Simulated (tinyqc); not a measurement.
Worked calculation: Born-Oppenheimer dynamics on the RHF/sto-6g surface (energies and gradients from PySCF), for H4, spin multiplicity 1. Computed by tinyqc, a small Python program that keeps every step (integrals from PySCF). Settings: charge = 0, multiplicity = 1, basis = sto-6g, time step (fs) = 0.5, steps = 16. Command: `OMP_NUM_THREADS=1 python tinyqc.py 26092 26093 out.jsonl` (the two numbers bound the seeds that draw the settings). One thread of a shared host (Intel(R) Xeon(R) Processor @ 2.60GHz), about 1 s of CPU time with the checks.

## Velocity Verlet step 1

positions (bohr), order 1H, 2H, 3H, 4H:
```
[[0.075589, -0.005669, -0.032125],
 [-0.028346, 0.069920, 1.806578],
 [-0.020787, 0.037795, 3.921182],
 [0.109604, 0.013228, 5.852482]]
```

velocities (bohr per atomic time unit), order 1H, 2H, 3H, 4H:
```
[[0.000220250, -0.000178250, -0.000302000],
 [-0.000330750, 0.000214750, 0.000265000],
 [-0.000290750, 0.000046750, -0.000512000],
 [0.000401250, -0.000083250, 0.000549000]]
```

gradient (hartree/bohr), order 1H, 2H, 3H, 4H:
```
[[0.00796327, -0.00579962, -0.12938272],
 [-0.00781741, 0.00551714, 0.17004350],
 [-0.01020095, 0.00215086, -0.18042195],
 [0.01005509, -0.00186838, 0.13976117]]
```

masses (electron masses): [1837.152588, 1837.152588, 1837.152588, 1837.152588]

gradient after step 1 (hartree/bohr), order 1H, 2H, 3H, 4H:
```
[[0.00867715, -0.00630726, -0.12744830],
 [-0.00851993, 0.00600797, 0.16721612],
 [-0.01117773, 0.00234662, -0.17910480],
 [0.01102051, -0.00204733, 0.13933698]]
```

dt = 0.5 fs = 20.6707 atomic units; x' = x + v dt - g dt^2 / (2m); after the new gradient g', v' = v - (g + g') dt / (2m).

positions after step 1 (bohr), order 1H, 2H, 3H, 4H:
```
[[0.079216, -0.008679, -0.023322],
 [-0.034274, 0.073717, 1.792282],
 [-0.025611, 0.038511, 3.931579],
 [0.116729, 0.011725, 5.847577]]
```

velocities after step 1 (bohr per atomic time unit), order 1H, 2H, 3H, 4H:
```
[[0.000126635, -0.000110140, 0.001142865],
 [-0.000238840, 0.000149913, -0.001632335],
 [-0.000170479, 0.000021448, 0.001510604],
 [0.000282684, -0.000061221, -0.001021134]]
```

## Velocity Verlet step 2

gradient after step 2 (hartree/bohr), order 1H, 2H, 3H, 4H:
```
[[0.00884786, -0.00641710, -0.11740874],
 [-0.00868435, 0.00613218, 0.15391641],
 [-0.01174026, 0.00243618, -0.16983150],
 [0.01157675, -0.00215127, 0.13332384]]
```

As before.

positions after step 2 (bohr), order 1H, 2H, 3H, 4H:
```
[[0.080824, -0.010223, 0.015122],
 [-0.038220, 0.076117, 1.739095],
 [-0.027835, 0.038681, 3.983632],
 [0.121291, 0.010697, 5.810267]]
```

velocities after step 2 (bohr per atomic time unit), order 1H, 2H, 3H, 4H:
```
[[0.000028044, -0.000038556, 0.002520367],
 [-0.000142054, 0.000081615, -0.003438943],
 [-0.000041548, -0.000005458, 0.003473629],
 [0.000155558, -0.000037601, -0.002555053]]
```

## Energy conservation

The total energy should stay constant up to terms of order dt^2; the step counts as short enough if it moves by less than 2 % of the largest kinetic energy.

Trajectory:
```
time (fs)  1H-2H (angstrom)  potential (hartree)  kinetic (hartree)  total (hartree)
0.000000           0.975374          -2.12360614         0.00111646      -2.12248968
0.500000           0.963638          -2.12945152         0.00690417      -2.12254735
1.000000           0.915600          -2.15677759         0.03383066      -2.12294692
1.500000           0.834133          -2.19874949         0.07451436      -2.12423514
2.000000           0.727238          -2.23520951         0.10799895      -2.12721055
2.500000           0.614203          -2.22543782         0.09517567      -2.13026216
3.000000           0.534444          -2.14971899         0.02740068      -2.12231831
3.500000           0.537807          -2.13593501         0.01683565      -2.11909936
4.000000           0.621781          -2.21733226         0.08721943      -2.13011283
4.500000           0.735879          -2.24287527         0.11500183      -2.12787343
5.000000           0.842392          -2.21326970         0.08872013      -2.12454957
5.500000           0.923138          -2.17206888         0.04902086      -2.12304802
6.000000           0.970552          -2.14246544         0.01990731      -2.12255813
6.500000           0.981913          -2.13271657         0.01025475      -2.12246182
7.000000           0.956787          -2.14455186         0.02196269      -2.12258917
7.500000           0.896514          -2.17570851         0.05257408      -2.12313443
8.000000           0.805431          -2.21716903         0.09252628      -2.12464275
```

The total energy moves within 1.1e-02 hartree; that is over 2 % of the largest kinetic energy, so the time step is too long.
